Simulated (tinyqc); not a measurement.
# Junction parameters from two forward currents

Question. D(v) = J1 (exp(v/Vt) - 1) + J2 (exp(v/(2 Vt)) - 1). Find J1, J2 and the voltage 2 Vt ln(J2/J1) near which both parts are equal.

Inputs (values chosen for the exercise):
```
symbol,value,unit,meaning
T,300,K,temperature
```

Constants: q = 1.602176634e-19 C, kB = 1.380649e-23 J/K, Vt = kB T/q. Results are converted to the units shown.

junction voltages (V): [0.3, 0.64]
currents (uA/um): [1.0254458e-5, 0.019214918]

Answer. The current is linear in J1 and J2, so two points give two equations.

J1 = 2.100e-13 uA/um
J2 = 3.100e-8 uA/um
crossover = 0.6154 V

tinyqc, about 0.2 s, one thread, Intel Xeon 2.30GHz (shared host): `OMP_NUM_THREADS=1 python tinyqc.py 2182082 2182083 out.jsonl`
